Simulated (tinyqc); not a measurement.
# Resistance of a source-drain extension with a graded tip: effects of single changes

y runs along the channel, the gate covers y > 0. The doping is N0 for y < y0 and N0 10^(-(y - y0)/la) beyond, uniform over the depth xj. Sheet conductance s(y) = q mu(N) max(N - Nch, 0) xj + (for y > 0) ma Cox Vo, with mu(N) = u0 + (u1 - u0)/(1 + (N/Nr)^au) and Cox = eps0 eox/tox. Current is taken as one-dimensional; depletion of the tip, spreading and the contact are left out. The metallurgical junction lies at yj, where N = Nch.

Values chosen for this exercise; mobility law close to that of electrons in silicon:
```
symbol,value,unit,meaning
eox,25.4,,relative permittivity of the gate insulator (close to zirconium oxide)
tox,4.2,nm,insulator thickness
N0,8.1e19,cm^-3,active doping of the extension far from the gate
la,3.4,nm/decade,lateral abruptness
y0,1.8,nm,position under the gate where the fall begins (gate edge at 0)
xj,22,nm,depth of the extension
Nch,1.9e18,cm^-3,channel doping
Ls,20,nm,spacer length
Vo,0.55,V,gate overdrive
ma,120,cm^2/(V s),mobility of the gate-induced layer
u1,1414,cm^2/(V s),mobility at low doping
u0,68.5,cm^2/(V s),mobility at high doping
Nr,9.2e16,cm^-3,reference doping
au,0.711,,exponent
Lg,45,nm,gate length
```

Constants: q = 1.602176634e-19 C, eps0 = 8.8541878128e-14 F/cm where lengths are in cm. Results are converted to the units shown.

Each table varies one quantity; the others keep the values above.

## Abruptness at a fixed junction position

R_spacer = integral of dy/s from -Ls to 0, R_ov from 0 to yj, R_channel = (Lg - 2 yj)/(ma Cox Vo), R_total = 2 R_spacer + 2 R_ov + R_channel. Electrical length L_eff = ma Cox dR_total/d(1/Vo); R_series = R_total - L_eff/(ma Cox Vo). y0 is moved with la so that yj stays at 7.3411 nm.

The same in every row: yj (nm) = 7.341; R_channel (ohm um) = 85.79.

Abruptness at a fixed junction position:

| la (nm/decade) | R_spacer (ohm um) | R_ov (ohm um) | R_total (ohm um) | L_eff (nm) | R_series (ohm um) |
|---|---|---|---|---|---|
| 1 | 9.051 | 4.523 | 112.9 | 31.54 | 23.68 |
| 2.3 | 9.051 | 6.680 | 117.2 | 32.77 | 24.51 |
| 3.6 | 9.051 | 8.837 | 121.6 | 34.01 | 25.34 |
| 4.9 | 9.096 | 10.96 | 125.9 | 35.23 | 26.22 |
| 6.1 | 9.782 | 12.50 | 130.4 | 36.25 | 27.79 |
| 7.4 | 11.41 | 13.71 | 136.0 | 37.17 | 30.84 |
| 8.7 | 13.83 | 14.60 | 142.7 | 37.93 | 35.33 |
| 10 | 16.94 | 15.29 | 150.3 | 38.56 | 41.16 |

What does the comparison show, and why?

As la goes from 1 to 10 nm/decade, R_total rises from 113 to 150 ohm um, R_spacer rises from 9.05 to 16.9 ohm um and R_ov rises from 4.52 to 15.3 ohm um. R_total changes on average by 4.15 ohm um for each nm/decade. L_eff exceeds the metallurgical length by 1.23 nm in the first row and 8.24 nm in the last, since the gate also controls the lightly doped tips.

## Effect of the depth of the extension

Same model as above.

The same in every row: yj (nm) = 7.341; R_channel (ohm um) = 85.79.

Effect of the depth of the extension:

| xj (nm) | R_spacer (ohm um) | R_ov (ohm um) | R_total (ohm um) | L_eff (nm) | R_series (ohm um) |
|---|---|---|---|---|---|
| 4 | 49.78 | 14.84 | 215.0 | 38.36 | 106.5 |
| 5.6 | 35.56 | 13.64 | 184.2 | 37.35 | 78.49 |
| 7.7 | 25.86 | 12.44 | 162.4 | 36.42 | 59.32 |
| 11 | 18.10 | 11.08 | 144.1 | 35.45 | 43.83 |
| 15 | 13.27 | 9.905 | 132.1 | 34.68 | 34.03 |
| 21 | 9.482 | 8.671 | 122.1 | 33.91 | 26.13 |
| 29 | 6.866 | 7.547 | 114.6 | 33.27 | 20.48 |
| 40 | 4.978 | 6.501 | 108.7 | 32.71 | 16.20 |

What does the comparison show?

As xj goes from 4 to 40, R_total falls from 215 to 109 ohm um, L_eff falls from 38.4 to 32.7 nm and R_series falls from 106 to 16.2 ohm um.

Program tinyqc, `OMP_NUM_THREADS=1 python tinyqc.py 2282155 2282156 out.jsonl`; Intel Xeon 2.30GHz, shared host, one thread, about 0.03 s.
